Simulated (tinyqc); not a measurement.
Berg model of reactive sputtering of a nitride or oxide: poisoning, hysteresis and pumping speed: one step, computed by the program tinyqc. Command: `OMP_NUM_THREADS=1 python tinyqc.py 3010613 3010614 out.jsonl berg walk`. One thread of a shared host (Intel(R) Xeon(R) Processor @ 2.30GHz), about 0.03 s of CPU time with the checks.

A diatomic gas reacts with bare metal on the target and on the collecting surfaces; ions remove metal and compound from the target. theta_t and theta_c are the compound fractions.

Problem. Steady state at the pressure P. Ion flux j = J/e; gas flux F = P/sqrt(2 pi M k_B T). Target: (2/z) alpha F (1 - theta_t) = j Y_c theta_t. Sputtered flows F_c = j Y_c theta_t A_t, F_m = j Y_m (1 - theta_t) A_t. Collector: (2/z) alpha F (1 - theta_c) A_c + F_c (1 - theta_c) = F_m theta_c. Gas use Q = alpha F [(1 - theta_t) A_t + (1 - theta_c) A_c] + P S/(k_B T); 1 sccm = 4.4780e17 molecules/s. Rate R = F_m + F_c, given relative to j Y_m A_t.

Inputs (values chosen for the exercise, close to those used for silicon nitride): ion current density J = 18 mA/cm^2; target area A_t = 260 cm^2; collecting area A_c = 2600 cm^2; metal yield Y_m = 0.53; compound yield Y_c = 0.17; sticking coefficient alpha = 0.66; reactive atoms per metal atom z = 1.33; gas mass M = 28 u; pumping speed S = 1200 l/s; gas temperature T = 300 K; reactive partial pressure P = 0.0027 Pa.

Constants: e = 1.602176634e-19 C; u = 1.6605390666e-27 kg; k_B = 1.380649e-23 J/K.

Give: ion flux j; gas flux F; theta_t; theta_c; gas use; total flow Q; rate relative to clean metal.

Solution.

ion flux j = 1.123e+17 1/(cm^2 s)

gas flux F = 7.762e+15 1/(cm^2 s)

theta_t = 0.2874

theta_c = 0.6604

gas use (sccm): target 2.12, collector 10.10, pump 1.75

total flow Q = 13.97 sccm

rate relative to clean metal = 0.8048

The target is mostly metallic. The film is 66.0 % compound.
